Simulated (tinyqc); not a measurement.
Inside a calculation. Method: Pariser-Parr-Pople SCF with singles CI, for the molecule O=C1C=CC(=O)C=C1 (SMILES; centres numbered as the heavy atoms are written). One step of it, computed by the program tinyqc.

Task: Iteration 2: Fock matrix. F_rr = H_rr + P_rr gamma_rr / 2 + sum_(s != r) P_ss gamma_rs; F_rs = H_rs - P_rs gamma_rs / 2; E = tr P (H + F) / 2 + core repulsion sum_(r<s) z_r z_s gamma_rs.

P after iteration 1, order 1O, 2C, 3C, 4C, 5C, 6O, 7C, 8C:
```
[[0.986349, 0.776461, -0.045726, -0.289008, -0.008087, 0.345998, -0.289008, -0.045726],
 [0.776461, 1.078859, 0.388049, 0.029239, -0.052581, -0.008087, 0.029239, 0.388049],
 [-0.045726, 0.388049, 0.967396, 0.853291, 0.029239, -0.289008, -0.146709, -0.032604],
 [-0.289008, 0.029239, 0.853291, 0.967396, 0.388049, -0.045726, -0.032604, -0.146709],
 [-0.008087, -0.052581, 0.029239, 0.388049, 1.078859, 0.776461, 0.388049, 0.029239],
 [0.345998, -0.008087, -0.289008, -0.045726, 0.776461, 0.986349, -0.045726, -0.289008],
 [-0.289008, 0.029239, -0.146709, -0.032604, 0.388049, -0.045726, 0.967396, 0.853291],
 [-0.045726, 0.388049, -0.032604, -0.146709, 0.029239, -0.289008, 0.853291, 0.967396]]
```

core matrix H (eV), order 1O, 2C, 3C, 4C, 5C, 6O, 7C, 8C:
```
[[-49.942324, -2.720000, 0.000000, 0.000000, 0.000000, 0.000000, 0.000000, 0.000000],
 [-2.720000, -52.840514, -2.590000, 0.000000, 0.000000, 0.000000, 0.000000, -2.590000],
 [0.000000, -2.590000, -50.560653, -2.590000, 0.000000, 0.000000, 0.000000, 0.000000],
 [0.000000, 0.000000, -2.590000, -50.560653, -2.590000, 0.000000, 0.000000, 0.000000],
 [0.000000, 0.000000, 0.000000, -2.590000, -52.840514, -2.720000, -2.590000, 0.000000],
 [0.000000, 0.000000, 0.000000, 0.000000, -2.720000, -49.942324, 0.000000, 0.000000],
 [0.000000, 0.000000, 0.000000, 0.000000, -2.590000, 0.000000, -50.560653, -2.590000],
 [0.000000, -2.590000, 0.000000, 0.000000, 0.000000, 0.000000, -2.590000, -50.560653]]
```

repulsion gamma_rs (eV), order 1O, 2C, 3C, 4C, 5C, 6O, 7C, 8C:
```
[[15.200000, 8.105103, 5.413514, 3.728514, 3.317824, 2.535343, 3.728514, 5.413514],
 [8.105103, 11.130000, 7.554960, 5.239602, 4.668463, 3.317824, 5.239602, 7.554960],
 [5.413514, 7.554960, 11.130000, 7.553862, 5.239602, 3.728514, 4.669500, 5.240702],
 [3.728514, 5.239602, 7.553862, 11.130000, 7.554960, 5.413514, 5.240702, 4.669500],
 [3.317824, 4.668463, 5.239602, 7.554960, 11.130000, 8.105103, 7.554960, 5.239602],
 [2.535343, 3.317824, 3.728514, 5.413514, 8.105103, 15.200000, 5.413514, 3.728514],
 [3.728514, 5.239602, 4.669500, 5.240702, 7.554960, 5.413514, 11.130000, 7.553862],
 [5.413514, 7.554960, 5.240702, 4.669500, 5.239602, 3.728514, 7.553862, 11.130000]]
```

Centres (angstrom, eV; a flat drawing with bonds scaled to 1.40 angstrom):
```
centre          x          y  core charge z          W   gamma_rr
1O       2.800000   0.000000              1  17.700000  15.200000
2C       1.400000   0.000000              1  11.160000  11.130000
3C       0.700000   1.212000              1  11.160000  11.130000
4C      -0.700000   1.212000              1  11.160000  11.130000
5C      -1.400000   0.000000              1  11.160000  11.130000
6O      -2.800000   0.000000              1  17.700000  15.200000
7C      -0.700000  -1.212000              1  11.160000  11.130000
8C       0.700000  -1.212000              1  11.160000  11.130000
```

Give: F; pi energy.

Result:

F (eV), order 1O, 2C, 3C, 4C, 5C, 6O, 7C, 8C:
```
[[-9.9337, -5.8666, 0.1238, 0.5388, 0.0134, -0.4386, 0.5388, 0.1238],
 [-5.8666, -5.7782, -4.0558, -0.0766, 0.1227, 0.0134, -0.0766, -4.0558],
 [0.1238, -4.0558, -5.4617, -5.8128, -0.0766, 0.5388, 0.3425, 0.0854],
 [0.5388, -0.0766, -5.8128, -5.4617, -4.0558, 0.1238, 0.0854, 0.3425],
 [0.0134, 0.1227, -0.0766, -4.0558, -5.7782, -5.8666, -4.0558, -0.0766],
 [-0.4386, 0.0134, 0.5388, 0.1238, -5.8666, -9.9337, 0.1238, 0.5388],
 [0.5388, -0.0766, 0.3425, 0.0854, -4.0558, 0.1238, -5.4617, -5.8128],
 [0.1238, -4.0558, 0.0854, 0.3425, -0.0766, 0.5388, -5.8128, -5.4617]]
```

pi energy = -116.8765 eV
